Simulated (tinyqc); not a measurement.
From results back to parameters: deformation-potential model of the L valleys of a conduction band. Four cases, with inputs chosen for the exercise.

Problem. An ellipsoidal valley with ml > mt has the density-of-states mass m_d = (ml mt^2)^(1/3) and, averaged over equivalent valleys, the conductivity mass m_c = 3/(1/ml + 2/mt).

Case 1.

m_d = 0.2149598 m0
m_c = 0.1169849 m0

Case 2.

m_d = 0.2186362 m0
m_c = 0.1171309 m0

Case 3.

m_d = 0.2231688 m0
m_c = 0.1200230 m0

Case 4.

m_d = 0.2221144 m0
m_c = 0.1226821 m0

Find: K = ml/mt; mt; ml.

Solution. With K = ml/mt, m_d/m_c = K^(1/3) (2 + 1/K)/3, which rises steadily for K > 1 and so fixes K; then mt = m_d K^(-1/3) and ml = K mt.

Case 1.

K = ml/mt = 19.400
mt = 0.080 m0
ml = 1.552 m0

Case 2.

K = ml/mt = 20.413
mt = 0.080 m0
ml = 1.633 m0

Case 3.

K = ml/mt = 20.159
mt = 0.082 m0
ml = 1.653 m0

Case 4.

K = ml/mt = 18.488
mt = 0.084 m0
ml = 1.553 m0

Computed by tinyqc, one run a case: `OMP_NUM_THREADS=1 python tinyqc.py N N+1 out.jsonl` with N = 1050081, 1050307, 1050416, 1050427; one thread of a shared Intel(R) Xeon(R) Processor @ 2.30GHz, about 0.04 s a run at most.
